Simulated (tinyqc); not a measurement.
CCSD on RHF in the sto-3g basis, frozen core, for BeH+, spin multiplicity 1, step by step. One step of it, computed by the program tinyqc.

Problem. Orthogonalisation. S = U s U^T; symmetric (Loewdin) form X = U s^(-1/2) U^T, so that X^T S X = 1.

overlap S, order 1Be 1s, 1Be 2s, 1Be 2px, 1Be 2py, 1Be 2pz, 2H 1s:
```
[[1.000000, 0.259517, 0.000000, 0.000000, 0.000000, 0.061689],
 [0.259517, 1.000000, 0.000000, 0.000000, 0.000000, 0.438294],
 [0.000000, 0.000000, 1.000000, 0.000000, 0.000000, 0.000000],
 [0.000000, 0.000000, 0.000000, 1.000000, 0.000000, 0.000000],
 [0.000000, 0.000000, 0.000000, 0.000000, 1.000000, 0.510203],
 [0.061689, 0.438294, 0.000000, 0.000000, 0.510203, 1.000000]]
```

Give: eigenvalues of S; X.

Solution.

eigenvalues of S: [0.3179, 0.7940, 1.0000, 1.0000, 1.1749, 1.7133]

X, order 1Be 1s, 1Be 2s, 1Be 2px, 1Be 2py, 1Be 2pz, 2H 1s:
```
[[1.0277, -0.1456, 0.0000, 0.0000, -0.0114, 0.0223],
 [-0.1456, 1.1424, 0.0000, 0.0000, 0.1319, -0.3240],
 [0.0000, 0.0000, 1.0000, 0.0000, 0.0000, 0.0000],
 [0.0000, 0.0000, 0.0000, 1.0000, 0.0000, 0.0000],
 [-0.0114, 0.1319, 0.0000, 0.0000, 1.1503, -0.3704],
 [0.0223, -0.3240, 0.0000, 0.0000, -0.3704, 1.2622]]
```
